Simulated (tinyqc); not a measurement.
Threshold of a short bulk MOSFET: charge sharing, barrier lowering, narrow width: one step of the calculation.

n-channel device on a p-type body, depletion approximation, full ionisation. Uniform doping N = Na. Vbi from Boltzmann statistics is rough for the degenerate source. Cox = eps0 eox/tox.

Task. Long-channel threshold and scales. ni = sqrt(Nc Nv) exp(-Eg/(2 Vt)), Eg in volts; 2 pB = 2 Vt ln(N/ni); flat band Vfb - Vt ln(N/Na); Wd = sqrt(2 eps0 eps_r (2 pB - Vbs)/(q N)); body term q N Wd/Cox; long-channel VT0 = flat band + 2 pB + body term; Vbi = Vt ln(N Nsd/ni^2); scale length l = sqrt((eps_r/eox) tox Wd).

Values chosen for this exercise; band and dielectric values close to those of silicon: temperature T = 300 K; band gap Eg = 1.12 eV; relative permittivity eps_r = 11.6; conduction-band density of states at T Nc = 2.85e19 cm^-3; valence-band density of states at T Nv = 2.69e19 cm^-3; relative permittivity of the gate insulator (close to zirconium oxide) eox = 24.9; insulator thickness tox = 12 nm; channel doping Na = 1e17 cm^-3; source and drain doping Nsd = 1e20 cm^-3; flat-band voltage for the doping Na Vfb = -0.83 V; body-source voltage Vbs = -0.5 V.

Constants: q = 1.602176634e-19 C, kB = 1.380649e-23 J/K, Vt = kB T/q, eps0 = 8.8541878128e-14 F/cm where lengths are in cm. Results are converted to the units shown.

Find: N; 2 pB; flat band; Wd; body term; VT0; Vbi; l.

Result.

N = 1.000e17 cm^-3
2 pB = 0.8292 V
flat band = -0.8300 V
Wd = 130.5 nm
body term = 0.1138 V
VT0 = 0.1131 V
Vbi = 1.008 V
l = 27.01 nm

Numbers from tinyqc (`OMP_NUM_THREADS=1 python tinyqc.py 2002170 2002171 out.jsonl`; about 0.01 s on one thread of a shared Intel Xeon 2.30GHz).
